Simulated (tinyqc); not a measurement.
# Changing the Debye temperature Theta

Model: Bloch-Grueneisen resistivity of a metal. Computed by tinyqc, a small Python program. Command: `OMP_NUM_THREADS=1 python tinyqc.py 3005643 3005644 out.jsonl bg sweep`. One thread of a shared host (Intel(R) Xeon(R) Processor @ 2.30GHz), about 0.01 s of CPU time with the checks.

Electrons scatter from a Debye spectrum of phonons (n = 5 for scattering within one band, n = 3 for scattering into a second, heavy band) and from static defects.

Inputs (values chosen for the exercise, modelled on nickel): exponent n = 5; transport coupling lambda_tr = 0.21; Drude plasma energy hbar w_p = 5.8 eV; residual resistivity rho_0 = 0.23 microohm cm; temperature T = 200 K; saturation resistivity = 190 microohm cm.

Addition: saturation.

Constants: k_B = 1.380649e-23 J/K; hbar = 1.054571817e-34 J s; eps_0 = 8.8541878128e-12 F/m; hbar = 6.582119569e-16 eV s; k_B = 8.617333262e-05 eV/K.

Method:
- rho_ph = (n - 1) rho_1 (T/Theta)^n J_n(Theta/T), with rho_1 = 2 pi lambda_tr k_B Theta/(hbar eps_0 w_p^2), the high-temperature line at T = Theta.
- J_n(y) = int_0^y x^n e^x/(e^x - 1)^2 dx, by 96 Gauss-Legendre points (upper limit at most 60).
- Parallel-resistor saturation: 1/rho = 1/(rho_0 + rho_ph) + 1/rho_sat.
- Temperature coefficient (1/rho) d rho/dT by a central difference of +/- 0.5 K; residual ratio rho(295 K)/rho(4.2 K); scattering time tau = 1/(eps_0 w_p^2 rho); Wiedemann-Franz kappa = L_0 T/rho, L_0 = (pi^2/3)(k_B/e)^2.

One run for each value; columns: (1) Debye temperature Theta (K); (2) phonon resistivity rho_ph (microohm cm); (3) temperature coefficient (1e-3/K); (4) residual resistance ratio:
```
(1)    (2)    (3)    (4)
80   4.981   4.73  31.80
110  4.942   4.81  31.74
160  4.851   4.98  31.50
230  4.674   5.31  30.99
320  4.374   5.89  30.11
640  2.990   8.91  25.32
900  1.943  11.58  20.53
```

Give the missing row, Debye temperature Theta (K) = 450.

Computed row; columns: (1) Debye temperature Theta (K); (2) phonon resistivity rho_ph (microohm cm); (3) temperature coefficient (1e-3/K); (4) residual resistance ratio:
```
(1)    (2)   (3)    (4)
450  3.843  6.99  28.42
```

Interpolating between the two neighbouring rows (the first column on a logarithmic scale, the others too where they are positive) misses most in phonon resistivity rho_ph (microohm cm), by 5.6 %. Over the rows, phonon resistivity rho_ph (microohm cm) falls from 4.98 to 1.94 (exponent d ln y / d ln x -0.025 between the first rows and -1.3 between the last); temperature coefficient (1e-3/K) rises from 4.73 to 11.6 (exponent d ln y / d ln x 0.048 between the first rows and 0.77 between the last); residual resistance ratio falls from 31.8 to 20.5 (exponent d ln y / d ln x -0.0067 between the first rows and -0.62 between the last). At the low end the exponent of phonon resistivity rho_ph is -0.02, close to 0: at high T and fixed lambda_tr Theta drops out.

Caution (rows 450, 640, 900): below about Theta/2 small-angle phonon scattering degrades heat flow more than charge flow, so a thermal conductivity taken from rho by the Wiedemann-Franz law would be too high.
